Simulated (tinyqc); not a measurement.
Hole doping of the spin-split valence bands: two-band massive Dirac model of the K valleys.

Basis (conduction, valence): H = [[D/2, a t (tau kx - i ky)], [a t (tau kx + i ky), -D/2 + lam tau sz]], valley tau = +/-1, spin sz = +/-1. The gap of a spin and valley is G = D - lam tau sz. Berry curvature Omega = curl of i<u|grad u>; for the conduction band Omega_c = -tau 2 a^2 t^2 G/(G^2 + 4 a^2 t^2 k^2)^(3/2), and Omega_v = -Omega_c.

Inputs chosen for the exercise (near those used for monolayer WS2; not measured data): a = 3.198 angstrom (lattice constant); D = 1.89 eV (gap parameter); t = 1.46 eV (effective hopping); lam = 0.244 eV (half the valence spin splitting).

The Fermi level lies E below the top of the valence band. kF for the upper and lower band of valley +1 from the two-band energy; each flavour holds kF^2/(4 pi) holes per area and both valleys count. Spin polarisation within one valley; Berry flux removed from valley +1, the sum of (1 - cos(theta_F))/2 with cos(theta_F) = G/sqrt(G^2 + 4 a^2 t^2 kF^2), in units of 2 pi.

Holes:
```
E (meV),kF upper (1/angstrom),kF lower,p (1e12/cm^2),spin polarisation in a valley,flux/2 pi
61.0,0.0691,0.0000,7.60,1.000,0.0345
122.0,0.0995,0.0000,15.75,1.000,0.0646
244.0,0.1454,0.0000,33.67,1.000,0.1143
366.0,0.1838,0.0000,53.76,1.000,0.1539
463.6,0.2118,0.0000,71.40,1.000,0.1802
536.8,0.2318,0.0699,93.32,0.833,0.2192
732.0,0.2826,0.1631,169.44,0.500,0.3284
976.0,0.3426,0.2423,280.24,0.333,0.4282
```

Up to E = 2 lam = 488 meV, a density of 76.0e12/cm^2, only the upper band of this model is emptied and each valley is fully spin-polarised, oppositely in the two. Beyond it the polarisation falls, to 0.33 in the last row. The flux, times e^2/h, is in size the change of the Hall conductivity of one valley; the other valley cancels it in the charge current. Rows with kF above about 0.2 1/angstrom lie beyond the range of the model, and in real layers the valley at Gamma, close below in MoS2 and WS2, can take holes as well.

(tinyqc, `OMP_NUM_THREADS=1 python tinyqc.py 1450093 1450094 out.jsonl`, Intel(R) Xeon(R) Processor @ 2.30GHz, 1 thread, shared host, about 0.01 s.)
